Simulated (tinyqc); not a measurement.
From results back to parameters: band gaps under pressure and temperature from deformation potentials. Three cases, with inputs chosen for the exercise.

Problem. A gap moves by a ln(V/V0) with V/V0 = (1 + Bp P/B0)^(-1/Bp). B0 and the shifts at two pressures are given.

Find: ratio of the shifts; Bp; a.

Method. The ratio of the shifts, ln(1 + Bp P2/B0)/ln(1 + Bp P1/B0), falls steadily from P2/P1 as Bp grows and so fixes Bp; then a = -shift x Bp/ln(1 + Bp P/B0).

Case 1.

Values chosen (out of a larger set: near those of GaAs, the X and L potentials typical of such crystals; not measured data): P12 = (3, 8) GPa (two pressures).

B0 = 78.1667 GPa

shifts at the two pressures (eV): 0.2937949  0.7057625

Solution.

ratio of the shifts = 2.4022
Bp = 4.01
a = -8.23 eV

Case 2.

Values chosen (out of a larger set: near those of GaP, the X and L potentials typical of such crystals; not measured data): P12 = (1.5, 4) GPa (two pressures).

B0 = 87.9333 GPa

shifts at the two pressures (eV): 0.1635733  0.4096953

Solution.

ratio of the shifts = 2.5047
Bp = 4.97
a = -9.99 eV

Case 3.

Values chosen (out of a larger set: near those of InP, the X and L potentials typical of such crystals; not measured data): P12 = (3, 4) GPa (two pressures).

B0 = 70.4000 GPa

shifts at the two pressures (eV): 0.2601803  0.3375802

Solution.

ratio of the shifts = 1.2975
Bp = 4.55
a = -6.68 eV

Computed by tinyqc, one run a case: `OMP_NUM_THREADS=1 python tinyqc.py N N+1 out.jsonl` with N = 1081215, 1081311, 1081312; one thread of a shared Intel(R) Xeon(R) Processor @ 2.30GHz, about 0.01 s a run at most.
